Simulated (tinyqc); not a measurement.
Gated two-dimensional channel with two bands, quantum capacitance: one step of the calculation.

phi is the Fermi level above the lowest band edge, in volts; Vg is counted from the gate voltage at which an empty channel would have phi = 0. The channel has no thickness; trap charge is -q Dit phi.

Problem. Gate capacitance. Cox = eps0 eox/tox.

Parameters, values chosen for the exercise:
- eox = 8.77 (relative permittivity of the gate insulator (close to aluminium oxide))
- tox = 6.1 nm (insulator thickness)

Constants: eps0 = 8.8541878128e-14 F/cm where lengths are in cm. Results are converted to the units shown.

Give: Cox.

Solution.

Cox = 1.2730 uF/cm^2

tinyqc, about 0.01 s, one thread, Intel Xeon 2.30GHz (shared host): `OMP_NUM_THREADS=1 python tinyqc.py 2200116 2200117 out.jsonl`
